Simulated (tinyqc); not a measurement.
Deformation potentials from a strained empirical pseudopotential: sweeps and comparisons. A value that a table varies takes the place of the one given here.

Diamond lattice, no spin-orbit coupling. Atomic form factor V(q) = a1 (q^2 - a2)/(a3 exp(a4 q^2) - 1) in rydberg with q in 1/bohr, for the unstrained cell. Under a strain e the reciprocal vectors and k go over into (1 + e)^(-1) G, the atoms sit at +/- tau with tau = (1 + e) a (1,1,1)/8 - zeta a (eyz, ezx, exy)/4, and H(G,G') = c |k + G|^2 delta + (V(q)/det(1 + e)) cos(q.tau), q = G - G', with the term q = 0 left out; c = hbar^2/2m0. The basis is fixed before straining: all G with |k + G|^2 up to 16 (2 pi/a)^2. k is given in units of 2 pi/a of the unstrained cell.

Constants: hbar^2/2m0 = 3.80998211 eV angstrom^2; Ry = 13.60569312 eV; a0 (Bohr radius) = 0.5291772105 angstrom.

Inputs chosen for the exercise (near those of Si; not measured data):
- a = 5.432 angstrom (lattice constant)
- A = (0.539, 2.211, 2.061, 0.492) (a1 (Ry bohr^2), a2 (1/bohr^2), a3, a4 (bohr^2))
- h = 0.005 (size of the test strain)
- kD = 0.82 2 pi/a (position of the Delta minimum)
- a1 = 0.539
- a2 = 2.211
- a3 = 2.061
- a4 = 0.492

## The internal displacement

Xu of L (level 5, the lowest empty one) and d from exy = eyz = ezx = h for several zeta: Xu = [E(L [111]) - E(L [1-1-1])]/((8/3) h), d = (single valence level - pair)/(3 sqrt(3) h). zeta = 0 strains the bonds with the lattice; zeta = 1 keeps all four bond lengths equal to first order.

Results:

| zeta | Xu (L) (eV) | d (eV) |
|---|---|---|
| 0.00 | 10.88 | 0.72 |
| 0.25 | 11.32 | -1.60 |
| 0.50 | 11.78 | -3.93 |
| 0.60 | 11.97 | -4.86 |
| 0.75 | 12.26 | -6.25 |
| 1.00 | 12.76 | -8.57 |

What does this show, and why?

From zeta = 0 to 1, d goes from 0.72 to -8.57 eV and Xu (L) from 10.88 to 12.76 eV, both nearly linearly: the displacement is an optical-phonon mode, and d = d(0) - zeta d0/4 gives its deformation potential d0 = 37 eV. Leaving the relaxation out (zeta = 0 for 0.5) moves d by +4.65 eV, which reverses its sign, and Xu (L) by -0.90 eV. Tetragonal strain has no such freedom.

## Size of the test strain

e = diag(-h/2, -h/2, h). Xu = [E(Delta z) - E(Delta x)]/(1.5 h) at fixed kD, b = [E(Z) - E(X, Y)]/(4.5 h); one-sided from +h alone, central from +h and -h.

Results (eV):

| h | Xu one-sided | Xu central | b one-sided | b central |
|---|---|---|---|---|
| 0.0010 | 7.977 | 7.982 | -3.301 | -3.297 |
| 0.0025 | 7.970 | 7.982 | -3.307 | -3.297 |
| 0.0050 | 7.957 | 7.982 | -3.317 | -3.297 |
| 0.0100 | 7.934 | 7.983 | -3.337 | -3.297 |
| 0.0200 | 7.888 | 7.987 | -3.378 | -3.298 |
| 0.0300 | 7.845 | 7.994 | -3.419 | -3.299 |

What can be read from the table?

From h = 0.001 to 0.03 the one-sided Xu drifts by -0.132 eV and the central one by +0.012 eV; for b the drifts are -0.118 and -0.002 eV. The central difference cancels the term of second order in the strain, so its error goes as h^2. At h = 0.02 the linear law errs by 1.2 % for the valley splitting and 2.5 % for the valence splitting.

## What each parameter of the potential does

Gaps from the valence top to level 8 at Gamma and level 5 at (kD,0,0) and L, and their deformation potentials [E(+h) - E(-h)]/(3 ln((1 + h)/(1 - h))) for e = +/- h 1, h = 0.002. The row for the lattice constant keeps V(q) without the volume factor, so it is not a strain. Each row changes one parameter from the base and keeps the others.

Results:

| case | Gamma (eV) | Delta (eV) | L (eV) | potential Gamma (eV) | potential Delta (eV) | potential L (eV) |
|---|---|---|---|---|---|---|
| base | 3.922 | 1.134 | 1.954 | -8.75 | 2.65 | -1.90 |
| a = 5.486 angstrom | 3.786 | 1.425 | 2.054 | -9.04 | 2.34 | -2.09 |
| a1 = 0.544 | 3.962 | 1.201 | 2.003 | -8.83 | 2.64 | -1.91 |
| a2 = 2.233 | 3.803 | 1.209 | 1.949 | -8.82 | 2.60 | -1.93 |
| a3 = 2.082 | 3.876 | 1.040 | 1.889 | -8.66 | 2.65 | -1.89 |
| a4 = 0.497 | 3.829 | 1.048 | 1.878 | -8.59 | 2.73 | -1.82 |

What can be read from the table?

The largest shifts from the base row, up to three for each result and ties (the steps differ in size, so this ranks the rows, not the parameters). Gamma (eV): a -0.135, a2 -0.118, a4 -0.093. Delta (eV): a +0.291, a3 -0.094, a4 -0.086. L (eV): a +0.100, a4 -0.076, a3 -0.065. potential Gamma (eV): a -0.29, a4 +0.17, a3 +0.09. potential Delta (eV): a -0.32, a4 +0.08, a2 -0.05; unchanged at the printed digits by a3. potential L (eV): a -0.20, a4 +0.08, a2 -0.04.

(tinyqc, `OMP_NUM_THREADS=1 python tinyqc.py 1850133 1850134 out.jsonl`, Intel(R) Xeon(R) Processor @ 2.30GHz, 1 thread, shared host, about 0.3 s.)
